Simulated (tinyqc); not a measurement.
An infinitely deep well in a field (quantum-confined Stark shift), Airy functions: two steps of the calculation.

Hard walls at x = -L/2 and +L/2; between them U(x) = -F x (eV, zero at the centre). C = hbar^2/(2 m0), e = (C F^2/m1)^(1/3), z1 = (F L/2 - E)/e at the left wall and z2 = (-F L/2 - E)/e at the right wall. Levels are the roots of D(E) = Ai(z1) Bi(z2) - Ai(z2) Bi(z1).

Parameters, values chosen for the exercise:

| symbol | value | unit | meaning |
|---|---|---|---|
| m1 | 0.045 | m0 | mass |
| L | 17.2 | nm | well width |
| F | 0.0058 | V/nm | field |
| n | 1 |  | level sought |

Constants: q = 1.602176634e-19 C, hbar = 1.054571817e-34 J s, m0 = 9.1093837015e-31 kg, hbar^2/(2 m0) = 0.0380998212 eV nm^2. Results are converted to the units shown.

Problem 1. Secant step for the level. Secant step from the last two trial energies, E_a the older and E_b the newer: next = E_b - D(E_b) (E_b - E_a)/(D(E_b) - D(E_a)).

first trial energy = 0.0282 eV
second trial energy = 0.0268 eV

Give: D(E_a); D(E_b); third trial energy.

Solution 1.

D(E_a) = 0.06902
D(E_b) = 0.04437
third trial energy = 0.02428 eV

Problem 2. Stark shift. Exact shift E_n(F) - E_n(0), and the mean position <x> = -dE_n/dF. E_n(0) = C (n pi/L)^2/m1; second-order shift m1 F^2 L^4 (1 - 15/(pi n)^2)/(48 C pi^2 n^2).

Give: E_n; shift; <x>.

Solution 2.

E_n = 0.02452 eV
shift = -3.727 meV
<x> = 1.256 nm

tinyqc, about 0.02 s, one thread, Intel Xeon 2.30GHz (shared host): `OMP_NUM_THREADS=1 python tinyqc.py 2580043 2580044 out.jsonl`
